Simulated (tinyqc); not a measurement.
# Off-state parameters from two currents

Inverse problem. Well above V0 the off-state current of a threshold switch is I = Ith exp((V - Vth)/V0). Find V0, Ith and the slope V0 ln 10.

Values chosen for this exercise:
```
symbol  value  unit            meaning
Vth       2.7     V  threshold voltage
```

I at 1.35 and 2.03 V (nA): 0.0080351167  1.5020570

Answer. ln I is linear in V.

V0 = 0.130 V
Ith = 0.260 uA
slope = 299 mV/decade

Numbers from tinyqc (`OMP_NUM_THREADS=1 python tinyqc.py 2490058 2490059 out.jsonl`; about 0.01 s on one thread of a shared Intel Xeon 2.30GHz).
